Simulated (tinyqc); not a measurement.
n-type polysilicon, carrier trapping at grain boundaries: effect of the temperature.

One-dimensional grains of size Lg, uniform ionised doping N, monovalent traps Qt at each boundary at a depth Et below (for electrons) or above (for holes) the band edge there, abrupt depletion of width W on each side of a boundary, Boltzmann statistics. xi is the distance from the band edge at the grain centre to the Fermi level. Trapped charge Qt/(1 + exp((xi + VB - Et)/Vt)) = 2 N W, barrier VB = q N W^2/(2 eps0 eps_r).

NB is given at 300 K and scales as (T/300 K)^1.5. If the trap equation with xi = Vt ln(NB/N) has a root W < Lg/2, the grain is partly depleted; otherwise W = Lg/2 and the trap equation gives xi = Et - VB + Vt ln(Qt/(N Lg) - 1). N* = Qt/Lg. n0 = NB exp(-xi/Vt); mean density n0 (1 - 2 W/Lg) by charge balance in a partly depleted grain, and n0 (sqrt(pi)/2) erf(u)/u with u = sqrt(VB/Vt) in a fully depleted one; v = sqrt(kB T/(2 pi ms m0)); barrier resistivity Vt exp(VB/Vt)/(q fe n0 v Lg); grain resistivity (1 - 2 W/Lg)/(q n0 mug); effective mobility 1/(q mean density total resistivity). Rows with xi above 0.45 V, towards mid-gap, are left out, since the other carrier type is ignored.

Inputs (values chosen for the exercise); values of the order met in polycrystalline silicon: relative permittivity eps_r = 11.7; conduction-band density of states at the reference temperature NB = 2.8e19 cm^-3; grain size Lg = 72 nm; trap density of a grain boundary Qt = 3.5e12 cm^-2; depth of the trap level from the majority band edge at the boundary Et = 0.35 eV; mass for thermionic emission ms = 0.33 m0; correction factor of the emission rate fe = 0.5; mobility inside the grains mug = 140 cm^2/(V s); doping N = 1.3e18 cm^-3.

Constants: q = 1.602176634e-19 C, kB = 1.380649e-23 J/K, m0 = 9.1093837015e-31 kg, Vt = kB T/q, eps0 = 8.8541878128e-14 F/cm where lengths are in cm. Results are converted to the units shown.

The same in every row: N/N* = 2.674.

Result of one run:

| depleted share 2 W/Lg | VB (V) | xi (V) | mean density (cm^-3) | resistivity (ohm cm) | effective mobility (cm^2/(V s)) |
|---|---|---|---|---|---|
| 0.3723 | 0.1806 | 0.05657 | 8.160e17 | 40.90 | 0.1870 |

Which temperature T gave this result: 200, 240, 320 or 360 K?

T = 240 K.

The whole series:

| T (K) | depleted share 2 W/Lg | VB (V) | xi (V) | mean density (cm^-3) | resistivity (ohm cm) | effective mobility (cm^2/(V s)) |
|---|---|---|---|---|---|---|
| 200 | 0.3737 | 0.1819 | 0.04243 | 8.142e17 | 230.8 | 0.03321 |
| 240 | 0.3723 | 0.1806 | 0.05657 | 8.160e17 | 40.90 | 0.1870 |
| 280 | 0.3685 | 0.1769 | 0.07157 | 8.210e17 | 10.88 | 0.6990 |
| 320 | 0.3613 | 0.1701 | 0.08732 | 8.303e17 | 3.654 | 2.057 |
| 360 | 0.3515 | 0.1609 | 0.1037 | 8.431e17 | 1.467 | 5.046 |
| 400 | 0.3396 | 0.1503 | 0.1207 | 8.585e17 | 0.6879 | 10.57 |
| 440 | 0.3264 | 0.1388 | 0.1382 | 8.757e17 | 0.3697 | 19.28 |

As T goes from 200 to 440, VB falls from 0.182 to 0.139 V, the resistivity falls from 231 to 0.370 ohm cm and the effective mobility rises from 0.0332 to 19.3 cm^2/(V s). The activation energy kB ln(rho1/rho2)/(1/T1 - 1/T2) is 0.179 eV between the first two rows and 0.235 eV between the last two; mug is held fixed. For T = 200 xi is under 2.5 Vt, where Boltzmann statistics begin to fail.

tinyqc, about 0.01 s, one thread, Intel Xeon 2.30GHz (shared host): `OMP_NUM_THREADS=1 python tinyqc.py 2830247 2830248 out.jsonl`
